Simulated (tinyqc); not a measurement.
# Avrami exponent and activation energy from three anneals

Problem. Isothermal crystallisation follows X = 1 - exp(-(k t)^n) with k proportional to exp(-Ec q/(kB T)). Find n, k at both temperatures and Ec.

Constants: q = 1.602176634e-19 C, kB = 1.380649e-23 J/K. Results are converted to the units shown.

X at (438 K, 830 s), (438 K, 1660 s) and (458 K, 35 s): 0.12337214  0.87836900  0.34654567

Solution. -ln(1 - X) = (k t)^n: the two times give n, and the two rates give Ec.

n = 4.00
k at 438 K = 7.26e-4 1/s
k at 458 K = 0.0231 1/s
Ec = 2.99 eV

Program tinyqc, `OMP_NUM_THREADS=1 python tinyqc.py 2490149 2490150 out.jsonl`; Intel Xeon 2.30GHz, shared host, one thread, about 0.04 s.
